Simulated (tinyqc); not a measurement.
Comparisons within one model: smearing for a one-band metal on the fcc lattice. A value that a table varies takes the place of the one given here.

Lattice vectors (units of a): a1 = (0, 1/2, 1/2), a2 = (1/2, 0, 1/2), a3 = (1/2, 1/2, 0). E(k) = -t A_1(k) - t2 A_2(k), A_m the sum of cos(k . R) over the 12 nearest and 6 second lattice vectors. Mesh k = sum (j_i/N) b_i, j_i = 0 .. N-1.

With x = (E_k - mu)/sigma: Fermi-Dirac f = 1/(1 + exp(x)), s = -f ln f - (1 - f) ln(1 - f); Gaussian f = erfc(x)/2, s = exp(-x^2)/(2 sqrt(pi)); Methfessel-Paxton (first order) f = erfc(x)/2 - x exp(-x^2)/(2 sqrt(pi)), s = (1 - 2 x^2) exp(-x^2)/(4 sqrt(pi)); cold (Marzari-Vanderbilt) with y = x + 1/sqrt(2), f = erfc(y)/2 + exp(-y^2)/sqrt(2 pi), s = y exp(-y^2)/sqrt(2 pi). With weights w = points/N^d (d the dimension), mu solves 2 sum w f = ne; E = 2 sum w f E_k, S = 2 sum w s, F = E - sigma S.

With x = (E_k - mu)/sigma: Gaussian f = erfc(x)/2, s = exp(-x^2)/(2 sqrt(pi)); Methfessel-Paxton (first order) f = erfc(x)/2 - x exp(-x^2)/(2 sqrt(pi)), s = (1 - 2 x^2) exp(-x^2)/(4 sqrt(pi)). With weights w = points/N^d (d the dimension), mu solves 2 sum w f = ne; E = 2 sum w f E_k, S = 2 sum w s, F = E - sigma S.

With x = (E_k - mu)/sigma: cold (Marzari-Vanderbilt) with y = x + 1/sqrt(2), f = erfc(y)/2 + exp(-y^2)/sqrt(2 pi), s = y exp(-y^2)/sqrt(2 pi). With weights w = points/N^d (d the dimension), mu solves 2 sum w f = ne; E = 2 sum w f E_k, S = 2 sum w s, F = E - sigma S.

Inputs chosen for the exercise: t = 0.4 eV (nearest hopping); t2 = 0.01 eV (second hopping); ne = 1.17 (electrons per cell); N = 4 (unshifted mesh); sigma = 0.12 eV (width).

## Error of each scheme against the width

All on the dense mesh N = 40. The reference is F of first-order Methfessel-Paxton smearing with sigma = 0.05 t on the mesh N = 40; it moves by 0.01 meV on the mesh N = 50; in three dimensions such meshes can agree by chance and the reference may be off by about 1 meV, so smaller errors are not resolved.

Errors (meV per cell):
```
sigma (eV),FD F,FD (E+F)/2,Gauss F,Gauss (E+F)/2,MP F,cold F
0.040,-1.85,0.01,-0.27,0.01,0.01,-0.01
0.060,-4.18,0.02,-0.63,0.01,0.01,-0.01
0.080,-7.45,0.03,-1.12,0.01,0.01,-0.01
0.120,-16.82,0.05,-2.54,0.01,0.01,-0.02
0.160,-29.92,-0.08,-4.52,0.02,0.02,-0.06
0.240,-66.52,-2.13,-10.20,0.03,0.04,-0.23
0.320,-114.87,-8.17,-18.17,0.07,0.09,-0.63
```

reference = -0.95268 eV

How do the results move?

Doubling sigma from 0.080 to 0.160 eV multiplies the error of F by 4.0 (Fermi-Dirac) and 4.0 (Gaussian); a pure sigma^2 term would give 4. At the smallest width Fermi-Dirac errs 6.8 times as much as Gaussian, against 2 pi^2/3 = 6.6 for the ratio of the sigma^2 terms at equal sigma. At the largest width the sizes of the errors rank Gauss (E+F)/2 0.1, MP F 0.1, cold F 0.6, FD (E+F)/2 8.2, Gauss F 18.2, FD F 114.9 meV; below about 1 meV this order, and the ratios at the smallest width, carry the noise of the mesh.

## Mesh against width

Gaussian smearing, (E + F)/2. The reference is F of first-order Methfessel-Paxton smearing with sigma = 0.05 t on the mesh N = 40; it moves by 0.01 meV on the mesh N = 50; in three dimensions such meshes can agree by chance and the reference may be off by about 1 meV, so smaller errors are not resolved.

Errors (meV per cell):
```
N,sigma = 0.05 t,sigma = 0.15 t,sigma = 0.4 t
4,71.31,67.81,59.07
6,16.64,15.30,10.17
8,0.82,0.17,-1.78
12,0.57,0.32,-0.19
16,0.14,0.19,0.38
24,-0.02,-0.04,-0.04
```

reference = -0.95268 eV

How do the results move?

First N from which the value stays within 2 meV of its last entry (which need not be the best one): 8 for sigma = 0.05 t, 8 for sigma = 0.15 t, 8 for sigma = 0.4 t. At the last mesh the errors are -0.02, -0.04 and -0.04 meV. By this 2 meV bar the wider smearing does not converge sooner. The smallest error belongs to 0.05 t on 2, 0.15 t on 1, 0.4 t on 3 of the 6 meshes.

## What moves the results of cold (Marzari-Vanderbilt) smearing

All sums formed anew. Each row changes one parameter from the base and keeps the others.

Results:
```
case,mu (eV),E (eV),S,F (eV)
base,0.7746,-0.8796,0.1182,-0.8938
N = 8,0.7479,-0.9510,0.0328,-0.9549
sigma = 0.24 eV,0.7487,-0.8802,0.1155,-0.9079
ne = 1.27,0.8002,-0.7996,0.1283,-0.8150
t2 = 0.05 eV,0.7746,-0.8421,0.1182,-0.8563
t = 0.44 eV,0.8546,-0.9685,0.1182,-0.9827
```

What does this show?

The largest shifts from the base row, up to three for each result and ties (the steps differ in size, so this ranks the rows, not the parameters). mu (eV): t +0.0800, N -0.0267, sigma -0.0259; unchanged at the printed digits by t2. E (eV): t -0.0889, ne +0.0800, N -0.0714. S: N -0.0854, ne +0.0102, sigma -0.0027; unchanged at the printed digits by t2 and t. F (eV): t -0.0889, ne +0.0788, N -0.0611.

tinyqc: `OMP_NUM_THREADS=1 python tinyqc.py 1681460 1681461 out.jsonl`; about 0.3 s, one thread, shared Intel(R) Xeon(R) Processor @ 2.30GHz.
